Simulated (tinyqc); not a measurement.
Temperature and segregation coefficient: dopant redistribution at a moving silicon-oxide interface during parabolic oxidation. Computed by tinyqc, a small Python program. Command: `OMP_NUM_THREADS=1 python tinyqc.py 3021186 3021187 out.jsonl segox walk`. One thread of a shared host (Intel(R) Xeon(R) Processor @ 2.30GHz), about 0.01 s of CPU time with the checks.

Uniformly doped silicon is oxidised with x_ox = sqrt(B t); the interface advances into the silicon by alpha x_ox, alpha = 0.44. The dopant does not move in the oxide, and at the interface C(silicon) = m C(oxide).

Inputs (values chosen for the exercise, modelled on phosphorus in silicon under dry oxygen):

| quantity | value | unit |
|---|---|---|
| dopant prefactor D0 | 4.71 | cm^2/s |
| dopant activation energy E | 3.7 | eV |
| oxidation prefactor B0 | 756 | um^2/h |
| oxidation activation energy E_B | 1.22 | eV |
| segregation coefficient m = C(silicon)/C(oxide) | 13 | - |

Constants: k_B = 8.617333262e-05 eV/K.

Method:
- D = D0 exp(-E/(k_B T)), converted with 1 cm^2/s = 3.6e11 um^2/h; B = B0 exp(-E_B/(k_B T)); s = alpha sqrt(B/(4 D)), the interface advance over 2 sqrt(D t).
- Temperatures in kelvin are T(C) + 273.15.
- With the dopant diffusivity D and s = alpha x_ox/(2 sqrt(D t)), in the silicon C = C_B + (C_s - C_B) erfc(y/(2 sqrt(D t)))/erfc(s), y from the original surface. Dopant balance at the interface gives C_s/C_B = 1/[1 + (1/(m alpha) - 1) g], g = sqrt(pi) s exp(s^2) erfc(s).

C_s/C_B:

| T (C) | s | this m | m = 0.2 | m = 1/alpha | m = 10 |
|---|---|---|---|---|---|
| 850 | 1.7027 | 3.6419 | 0.09890 | 1 | 3.1183 |
| 900 | 0.9862 | 2.6472 | 0.11344 | 1 | 2.3963 |
| 950 | 0.5973 | 1.9885 | 0.13806 | 1 | 1.8710 |
| 1000 | 0.3763 | 1.6053 | 0.17435 | 1 | 1.5458 |
| 1050 | 0.2455 | 1.3847 | 0.22275 | 1 | 1.3517 |
| 1100 | 0.1652 | 1.2539 | 0.28225 | 1 | 1.2340 |
| 1150 | 0.1143 | 1.1733 | 0.35030 | 1 | 1.1605 |
| 1200 | 0.0811 | 1.1217 | 0.42318 | 1 | 1.1131 |

What follows from these numbers?

s falls from 1.70 to 0.0811 as T rises, because diffusion has the larger activation energy (3.7 against 1.22 eV); the ratio for this m moves from 3.642 to 1.122, towards 1. At m = 1/alpha the oxide takes exactly what the silicon held, and nothing moves. The ratio does not depend on time, since both lengths grow as sqrt(t).
